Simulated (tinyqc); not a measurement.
Worked calculation: thresholds of impact ionisation and Auger recombination from band masses. Values are carried at full precision from step to step, so a last printed digit may differ when a step is redone from the rounded ones.

Parabolic bands, no phonon. At threshold the three slow carriers share one velocity. With M their total mass and m4 the mass of the fast carrier, the fast carrier has the kinetic energy E_T = G M/(M - m4) and the slow ones together E_a = G m4/(M - m4), the activation energy of the Auger rate. CCCH (fast electron): G = Eg, M = 2 me + mh, m4 = me. CHHS (hole into the split-off band): G = Eg - Dso, M = 2 mh + me, m4 = ms; this form holds for Eg > Dso (below, the process needs about Dso - Eg and is marked by a dash). CHHL (hole into the light band): G = Eg, M = 2 mh + me, m4 = ml. CHHH (fast heavy hole): G = Eg, M = 2 mh + me, m4 = mh.

Constants: kB = 8.617333262e-05 eV/K; hbar^2/2m0 = 3.80998211 eV angstrom^2.

Values chosen for the exercise (near those of InAs, gap at low temperature and not tied to T; not measured data): Eg = 0.411 eV (gap at Gamma to the s-like level); Dso = 0.379 eV (spin-orbit splitting); me = 0.0257 m0 (electron mass at Gamma); mh = 0.41 m0 (heavy-hole mass); ms = 0.139 m0 (split-off mass); ml = 0.0269 m0 (light-hole mass); T = 350 K (temperature).

## Thresholds of four processes

Give G, M, m4, E_T, E_a and E_a/kT.

Results:
```
process  G (eV)       M      m4  E_T (eV)  E_a (eV)  E_a/kT
CCCH     0.4110  0.4614  0.0257    0.4352    0.0242    0.80
CHHS     0.0320  0.8457  0.1390    0.0383    0.0063    0.21
CHHL     0.4110  0.8457  0.0269    0.4245    0.0135    0.45
CHHH     0.4110  0.8457  0.4100    0.7978    0.3868   12.82
```

The lowest activation energy is that of CHHS (6 meV), then CHHL (14 meV). CHHS leads because G = Eg - Dso is small. At equal G a light fast carrier takes up the energy with little momentum, so little is asked of the slow ones; CHHH asks 0.94 Eg. For equal masses E_T would be 3/2 Eg; for electrons here it is 1.059 Eg.

## Momenta at the CCCH threshold

At the threshold of the parabolic CCCH process the fast electron has E_T = Eg M/(M - me), M = 2 me + mh, and the slow carriers E_a = E_T - Eg together. It has k4 = sqrt(me E_T/c), c = hbar^2/2m0; the slow carriers share k4 in proportion to their masses. Give the wave vectors and kinetic energies, and check that they add up to E_a.

k4 = 0.05418 1/angstrom

electron, electron, hole (1/angstrom): 0.00302  0.00302  0.04815

their kinetic energies (meV): 1.35  1.35  21.54

sum = 24.24 meV

The hole carries 89 % of the momentum and of the energy of the slow carriers.

## Non-parabolicity raises the threshold

Non-parabolic fast electron: E (1 + alpha E) = c k^2/me with alpha = (1 - me)^2/Eg; the slow carriers stay parabolic, so E_T = Eg + me E_T (1 + alpha E_T)/M, M = 2 me + mh (the root between Eg and 1.9 Eg).

Give alpha, E_T, E_a = E_T - Eg and k4.

alpha = 2.3096 1/eV
E_T = 0.4647 eV
E_a = 0.0537 eV
k4 = 0.08061 1/angstrom

E_a is 2.21 times the parabolic value, since an electron at E_T above the edge has 1 + alpha E_T = 2.07 times the squared momentum, and E_T itself is 1.07 times higher.

## Temperature dependence

For non-degenerate carriers at fixed densities the Auger coefficient goes as exp(-E_a/kT), up to slowly varying powers of T. Give exp(-E_a/kT) for the parabolic and the non-parabolic CCCH value, and the characteristic temperature T0 = kT^2/E_a of each.

Boltzmann factors: 0.4476  0.1688

T0 (K): 435  197

Non-parabolicity lowers the factor by 2.7 times; direct CCCH stays open at this temperature.

## Checks

- Largest energy that an electron at k4 can give to a pair, by numerical search, against Eg (eV): both 0.4110.

Run: tinyqc, `OMP_NUM_THREADS=1 python tinyqc.py 1850299 1850300 out.jsonl`; Intel(R) Xeon(R) Processor @ 2.30GHz, one thread, shared host; about 0.01 s of CPU time with all checks.
